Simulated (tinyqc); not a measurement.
Inside a calculation. Method: Hubbard chain of 5 sites. Computed by tinyqc, a small Python program that keeps every step. Settings: hopping = 1.9, U = 10.4, mixing = 0.2, iteration cap = 77. Command: `OMP_NUM_THREADS=1 python tinyqc.py 26835 26836 out.jsonl` (the two numbers bound the seeds that draw the settings). One thread of a shared host (Intel(R) Xeon(R) Processor @ 2.60GHz), about 0.3 s of CPU time with the checks.

one-body matrix (hopping and site energies) (eV), lower triangle:
```
         1        2        3        4       5
1   0.6500
2  -1.9000  -0.8400
3   0.0000  -1.9000  -0.2900
4   0.0000   0.0000  -1.9000   0.0400
5   0.0000   0.0000   0.0000  -1.9000  0.6000
```

U = 10.4000 eV

electrons, up and down: 4  2

n(up) at the start (a guess, not normalised): 1 1.0000, 2 0.3500, 3 1.0000, 4 0.3500, 5 1.0000

n(down) at the start (a guess): 1 0.0000, 2 0.8500, 3 0.0000, 4 0.8500, 5 0.0000

Each step fills the lowest levels of T + U n(other spin) and sets n(new) = n + mixing (n(out) - n); stop when output and input agree to 1e-8.

Course of the cycle:
```
iteration    E (eV)  largest |n(out) - n(in)|  mean |n_up - n_down|
1          6.871394                  5.47e-01                0.6896
2          6.742354                  4.31e-01                0.6821
3          6.633323                  3.49e-01                0.6839
4          6.536247                  2.90e-01                0.6899
5          6.448028                  2.47e-01                0.6971
6          6.368906                  2.11e-01                0.7043
7          6.300212                  1.82e-01                0.7108
8          6.242839                  1.55e-01                0.7162
9          6.196673                  1.32e-01                0.7205
10         6.160699                  1.12e-01                0.7240
11         6.133374                  9.40e-02                0.7266
...             ...                       ...                   ...
67         6.057878                  1.13e-04                0.7330
68         6.057878                  1.01e-04                0.7330
69         6.057878                  8.92e-05                0.7330
70         6.057878                  7.92e-05                0.7330
71         6.057878                  7.03e-05                0.7330
72         6.057878                  6.24e-05                0.7330
73         6.057878                  5.55e-05                0.7330
74         6.057878                  4.92e-05                0.7330
75         6.057878                  4.37e-05                0.7330
76         6.057878                  3.88e-05                0.7330
77         6.057878                  3.45e-05                0.7330
```

Can the last value be used, and what does the course show?

Not by the stop rule, although the second column moves by less than 1e-07 over the last three steps. Not converged within 77 iterations: the residual falls steadily but slowly, by a factor of about 0.89 a step. The lowest mean-field energy found from random starts is 6.05788 eV. Reruns (cap 100 unless said): mixing 0.5: converged in 54 (E = 6.05788); mixing 0.9: converged in 26 (E = 6.05788); the original settings with a cap of 400: converged in 147 (E = 6.05788).
